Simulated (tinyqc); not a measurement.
Static screening by free carriers, step by step. Values are carried at full precision from step to step, so a last printed digit may differ when a step is redone from the rounded ones.

kF = (3 pi^2 n/Mv)^(1/3), EF = c kF^2/m with c = hbar^2/2m0, n in 1/angstrom^3 (1e-24 per 1/cm^3), e2 = e^2/(4 pi eps0). Thomas-Fermi: qTF^2 = 6 pi e2 n/(eps EF). Debye: qD^2 = 4 pi e2 n/(eps kB T).

Constants: hbar^2/2m0 = 3.80998211 eV angstrom^2; e^2/(4 pi eps0) = 14.39964547 eV angstrom; kB = 8.617333262e-05 eV/K; a0 (Bohr radius) = 0.5291772105 angstrom.

Parameters, chosen for this exercise (a free-electron density near that of Cu; shifted at random, so the results belong to these values and not to a real crystal): n = 8.54e+22 1/cm^3 (carrier density); m = 1 m0 (mass of one isotropic valley); Mv = 1 (valleys); eps = 1 (background dielectric constant); T = 300 K; q = 2.9 1/angstrom (wave vector).

## Fermi and screening wave vectors

Also the effective Bohr radius aB = a0 eps/m and rs = (3/(4 pi n))^(1/3)/aB.

kF = 1.3624 1/angstrom
EF at 0 K = 7071 meV
EF/kT = 274
qTF = 1.8105 1/angstrom
qD = 24.449 1/angstrom
aB = 0.5292 angstrom
rs = 2.66

The gas is degenerate, so the Thomas-Fermi value applies. With rs above 1 exchange and correlation, left out here, are not small.

## Lindhard function at one q

Lindhard at zero temperature: eps(q)/eps = 1 + (qTF/q)^2 L(x), x = q/(2 kF), L(x) = 1/2 + ((1 - x^2)/(4x)) ln|(1 + x)/(1 - x)|.

Compare with Thomas-Fermi, 1 + (qTF/q)^2.

x = 1.0643
L(x) = 0.3918
eps(q)/eps, Lindhard = 1.153
eps(q)/eps, Thomas-Fermi = 1.390

The carriers respond with 39 % of their long-wave strength at this q, beyond 2 kF, where no pair of states on the Fermi surface is joined by q.

## Checks

- L(x) at x = 0.7 against the integral over the Fermi sphere: both 0.81595.

Run: tinyqc, `OMP_NUM_THREADS=1 python tinyqc.py 1680708 1680709 out.jsonl`; Intel(R) Xeon(R) Processor @ 2.30GHz, one thread, shared host; about 0.01 s of CPU time with all checks.
